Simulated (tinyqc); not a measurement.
# Electron mobility in a silicon inversion layer, empirical terms and Matthiessen rule: effect of the body doping

Inversion layer of sheet density Ns on a uniformly doped body. The mobility terms are empirical power laws with prefactors chosen for the exercise; adding their inverses (Matthiessen) is itself an approximation.

ni = sqrt(Nc Nv) exp(-Eg/(2 Vt)), Eg in volts; Ndep = sqrt(2 eps0 eps_r Nb (2 Vt ln(Nb/ni) + Vsb)/q); E = q (Ndep + eta Ns)/(eps0 eps_r), in MV/cm. With t = T/(300 K): muC = Ac (Ns/1e12 cm^-2) t/(Nb/1e17 cm^-3 + Nit/1e11 cm^-2), muP = Ap E^(-1/3) t^(-1.75), muS = As E^(-gs); 1/mu is the sum of the inverses.

Parameters, values chosen for the exercise; material values close to those of silicon: temperature T = 250 K; band gap Eg = 1.1 eV; relative permittivity of the semiconductor eps_r = 11.9; conduction-band density of states at T Nc = 2.15e19 cm^-3; valence-band density of states at T Nv = 2.05e19 cm^-3; reverse body bias Vsb = 1 V; weight of the inversion charge in the effective field eta = 0.5; phonon-limited mobility at 1 MV/cm and 300 K Ap = 439 cm^2/(V s); roughness-limited mobility at 1 MV/cm As = 1010 cm^2/(V s); exponent of the roughness term gs = 2; Coulomb prefactor Ac = 3900 cm^2/(V s); charge at the interface Nit = 1.4e10 cm^-2; inversion density Ns = 7.3e11 cm^-2.

Constants: q = 1.602176634e-19 C, kB = 1.380649e-23 J/K, Vt = kB T/q, eps0 = 8.8541878128e-14 F/cm where lengths are in cm. Results are converted to the units shown.

Result of one run:
```
E (MV/cm)	muC (cm^2/(V s))	muP (cm^2/(V s))	muS (cm^2/(V s))	mu (cm^2/(V s))
0.2122	4091	1013	2.244e4	783.4
```

Which body doping Nb gave this result: 2e16, 4.4e16, 2.1e17, 4.7e17 or 5e18 cm^-3?

Nb = 4.4e16 cm^-3.

The whole series:
```
Nb (cm^-3)	E (MV/cm)	muC (cm^2/(V s))	muP (cm^2/(V s))	muS (cm^2/(V s))	mu (cm^2/(V s))
2e16	0.1601	6978	1112	3.938e4	936.5
4.4e16	0.2122	4091	1013	2.244e4	783.4
9.7e16	0.2903	2137	912.2	1.199e4	607.0
2.1e17	0.4040	1059	817.0	6188	429.2
4.7e17	0.5816	490.2	723.6	2986	266.2
1e18	0.8293	234.0	642.9	1469	153.6
2.3e18	1.240	102.5	562.3	657.2	76.61
5e18	1.816	47.32	495.1	306.3	37.85
```

As Nb goes from 2e16 to 5e18 cm^-3, E rises from 0.160 to 1.82 MV/cm and mu falls from 937 to 37.9 cm^2/(V s). The smallest term is the phonon one in the first row and the Coulomb one in the last. At Nb = 5e18 cm^-3 E passes 1.5 MV/cm, beyond the usual range of such laws.

tinyqc, about 0.01 s, one thread, Intel Xeon 2.30GHz (shared host): `OMP_NUM_THREADS=1 python tinyqc.py 2510029 2510030 out.jsonl`
